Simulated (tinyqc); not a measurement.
Worked calculation: a particle near a wafer in liquid: double-layer and van der Waals forces (DLVO), deposition barrier and removal. Computed by tinyqc, a small Python program that keeps every step. Command: `OMP_NUM_THREADS=1 python tinyqc.py 3114390 3114391 out.jsonl dlvo walk`. One thread of a shared host (Intel(R) Xeon(R) Processor @ 2.30GHz), about 0.01 s of CPU time with the checks. Intermediate numbers are printed to about 6 digits and carried at full precision; extremes and crossings named in words are read from the listed rows.

Sphere and flat wall, Derjaguin approximation, constant potentials in the linear-superposition form, no retardation and no hydration force.

Inputs (values chosen for the exercise, of the order of those for alumina on silica in water):

| quantity | value | unit |
|---|---|---|
| particle radius R | 35 | nm |
| Hamaker constant A | 1.3e-20 | J |
| potential of the particle psi_1 | -42 | mV |
| potential of the wafer psi_2 | -47 | mV |
| salt concentration c | 0.14 | mol/L |
| valence z of the symmetric salt | 1 | - |
| temperature T | 293 | K |
| dielectric constant of the liquid | 80.2 | - |
| gap h | 13 | nm |
| contact distance h0 | 0.4 | nm |
| contact radius over R | 0.037 | - |
| viscosity | 0.67 | mPa s |

Constants: e = 1.602176634e-19 C; N_A = 6.02214076e+23 1/mol; eps_0 = 8.8541878128e-12 F/m; k_B = 1.380649e-23 J/K; k_B = 8.617333262e-05 eV/K.

## Screening

kappa^2 = 2 z^2 e^2 N_A (1000 c)/(eps eps_0 k_B T); gamma_i = tanh(z e psi_i/(4 k_B T)); Z = 64 pi eps eps_0 (k_B T/(z e))^2 gamma_1 gamma_2.

kappa = 1.22752 1/nm

Debye length = 0.814652 nm

gamma_1 = -0.393438

gamma_2 = -0.434450

Z = 15.5579 pN

kappa R = 42.9631

Like signs: the double layers repel.

## Energy and force at one gap

U(h) = Z R exp(-kappa h) - A R/(6 h); F(h) = -dU/dh = kappa Z R exp(-kappa h) - A R/(6 h^2), positive for repulsion.

double-layer energy = 1.58020e-05 k_B T

van der Waals energy = -1.44200 k_B T

U(h) = -1.44199 k_B T

F(h) = -0.448639 pN

## The curve

The formulas are those given above.

Against the gap:

| h (nm) | kappa h | U (k_B T) | F (pN) |
|---|---|---|---|
| 0.4 | 0.4910 | 35.5157 | -6.48819e+01 |
| 0.6 | 0.7365 | 33.2039 | 1.09377e+02 |
| 1.0 | 1.2275 | 20.6964 | 1.20025e+02 |
| 1.5 | 1.8413 | 8.8533 | 7.23168e+01 |
| 2.5 | 3.0688 | -1.2423 | 1.89327e+01 |
| 4.0 | 4.9101 | -3.6942 | 1.87944e-01 |
| 7.0 | 8.5926 | -2.6530 | -1.42365e+00 |
| 12.0 | 14.7302 | -1.5621 | -5.26353e-01 |
| 20.0 | 24.5504 | -0.9373 | -1.89583e-01 |
| 40.0 | 49.1007 | -0.4687 | -4.73958e-02 |

Caution: in rows where h is not small against R, A R/(6 h) overstates the van der Waals term. Caution: in rows with kappa h below 1 linear superposition is only rough.

## Barrier and secondary minimum

F = 0 reads x^2 exp(-x) = y with x = kappa h and y = A kappa/(6 Z); the left side peaks at x = 2 with 4/e^2 = 0.5413, so roots exist for smaller y: x < 2 is the barrier, x > 2 the secondary minimum.

y = 0.170950

position of the barrier = 0.441722 nm

barrier height = 35.8294 k_B T

position of the secondary minimum = 4.05321 nm

energy at the secondary minimum = -3.69541 k_B T

A barrier above 15 k_B T practically stops deposition. The secondary minimum is deep enough to hold particles loosely.

## Critical salt concentration

The barrier height is zero when U = 0 and F = 0 together: kappa h = 1 and kappa = 6 Z/(e A), e = 2.718282 here; c follows from kappa^2, with the potentials held fixed.

critical kappa = 2.64158 1/nm

critical concentration = 0.648335 mol/L

## Adding salt

kappa scales as sqrt(c); potentials are held fixed. A dash marks rows without a maximum.

Against the concentration:

| c (mol/L) | Debye length (nm) | barrier at (nm) | barrier (k_B T) | minimum at (nm) | minimum (k_B T) |
|---|---|---|---|---|---|
| 6.48e-05 | 37.8659 | 2.36937 | 118.531 | 3.88595e+02 | -4.35398e-02 |
| 6.48e-04 | 11.9743 | 1.36722 | 106.371 | 1.05430e+02 | -1.57611e-01 |
| 6.48e-03 | 3.7866 | 0.80794 | 85.541 | 2.75304e+01 | -5.87266e-01 |
| 3.24e-02 | 1.6934 | 0.57559 | 63.251 | 1.03668e+01 | -1.51289e+00 |
| 1.30e-01 | 0.8454 | 0.44694 | 37.393 | 4.25838e+00 | -3.52820e+00 |
| 3.24e-01 | 0.5355 | 0.39482 | 16.918 | 2.26644e+00 | -6.31686e+00 |
| 5.84e-01 | 0.3989 | 0.37905 | 2.586 | 1.44853e+00 | -9.37785e+00 |
| 9.73e-01 | 0.3090 | 0.38976 | -9.964 | 9.21671e-01 | -1.35199e+01 |
| 1.95e+00 | 0.2183 | - | - | - | - |

At low salt the barrier tends to Z R = 135 k_B T; it is half of that between 0.0065 and 0.032 mol/L and changes sign at 0.65 mol/L, while the secondary minimum deepens to -9.4 k_B T at 0.9 of that.

## Removing an attached particle

Adhesion F_a = A R/(6 h0^2) [1 + a^2/(R h0)] - kappa Z R exp(-kappa h0), a the contact radius. Drag in a shear flow F_d = 1.7 x 6 pi mu R^2 G, acting at 1.4 R; rolling starts when 1.4 R F_d = a F_a. Wall shear stress = mu G.

van der Waals adhesion = 530.733 pN

net adhesion F_a = 121.656 pN

wall shear stress for rolling = 81.9071 Pa

shear rate G = 122249 1/s

Checks made by the program: force against a difference of U (relative difference 1e-10).
